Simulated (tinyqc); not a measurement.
Inside a calculation. Model: double-gate transistor, scale length and short-channel effects.

Program tinyqc, `OMP_NUM_THREADS=1 python tinyqc.py 2420105 2420106 out.jsonl`; Intel Xeon 2.30GHz, shared host, one thread, about 0.01 s. Printed values are rounded.

A body of thickness ts between two insulators of thickness ti and two tied gates. Below threshold the potential that source and drain add obeys Laplace's equation and vanishes on the gate. Its lowest mode decays along the channel as exp(-k y); k is the smallest positive root of the matching condition at the interface, and the scale length is Lambda = pi/k.

Parameters, values chosen for the exercise; permittivities: semiconductor close to that of silicon, insulator close to that of silicon nitride: temperature T = 400 K; relative permittivity of the semiconductor eps_r = 11.7; relative permittivity of the insulator ei = 7.15; insulator thickness ti = 1.4 nm; body thickness ts = 11.4 nm; channel length L = 43 nm; potential of the source Vbi = 1.01 V; potential of the barrier top at threshold sT = 0.37 V; long-channel threshold VTL = 0.49 V; long-channel body factor m = 1; drain voltage Vds = 0.7 V.

Constants: q = 1.602176634e-19 C, kB = 1.380649e-23 J/K, Vt = kB T/q. Results are converted to the units shown.

## Scan of the matching condition

k, point 0 to 7 (1/nm): 0.03625  0.0725  0.10875  0.145  0.18125  0.2175  0.25375  0.29

f(k) = ei cos(k ti) cos(k ts/2) - eps_r sin(k ti) sin(k ts/2).

f(k), point 0 to 7: 6.86714  6.03833  4.72159  3.00927  1.02182  -1.10031  -3.20618  -5.14454

The first change of sign lies between k = 0.18125 and 0.2175 1/nm.

## Iteration 1: decay constant by Newton steps

k at the start = 0.2175 1/nm

f(k) = ei cos(k ti) cos(k ts/2) - eps_r sin(k ti) sin(k ts/2); f' by a central difference with +/- 1e-5 1/nm; k(new) = k - f/f'.

f = -1.10031
f' = -59.0215 nm
k after iteration 1 = 0.198857 1/nm

## Iteration 2: decay constant by Newton steps

As before.

f = -0.00133249
f' = -58.6922 nm
k after iteration 2 = 0.198835 1/nm

## Course of the iteration: decay constant by Newton steps

Stop when k changes by less than 1e-10 1/nm, or after 30 iterations.

Course of the iteration:
```
iteration  k (1/nm)  |change| (1/nm)
1          0.198857           0.0186
2          0.198835          2.27e-5
3          0.198835         2.09e-10
4          0.198835          < 1e-14
```

Converged in 4 iterations. The change falls from 0.019 in the first iteration to below the tolerance in the last.

## Scale length against simple estimates

k = 0.198835 1/nm

Lambda = pi/k and l = 1/k. A parabolic potential across the structure gives l(parabolic) = sqrt((eps_r/(2 ei)) ts ti (1 + ei ts/(4 eps_r ti))).

Lambda = 15.8000 nm
l = 5.02930 nm
l(parabolic) = 5.41324 nm

The parabolic estimate is 7.6 % above l.

## Threshold shift, barrier position and swing

Along the channel psi(y) = s + a exp(y/l) + b exp(-y/l) with psi(0) = Vbi, psi(L) = Vbi + Vds and l = 1/k = Lambda/pi; with A = Vbi - s, B = A + Vds, x = exp(-L/l): a = (B - A x) x/(1 - x^2), b = (A - B x)/(1 - x^2). The minimum is s + 2 sqrt(a b), at y = (l/2) ln(b/a). The long-channel potential follows the gate as s = sT + (Vg - VTL)/m, and the threshold VT is the gate voltage at which the minimum equals sT. Swing = m Vt ln 10/g at threshold, g = d(minimum)/ds = 1 - (b x + a)/((1 + x) sqrt(a b)).

s at threshold = 0.343450 V
a = 2.64492e-4 V
b = 0.666286 V
position of the minimum = 19.6939 nm
VT = 0.463450 V
swing = 81.7924 mV/decade

The threshold lies 26.6 mV below the long-channel value, and the barrier top sits at 0.46 L from the source.
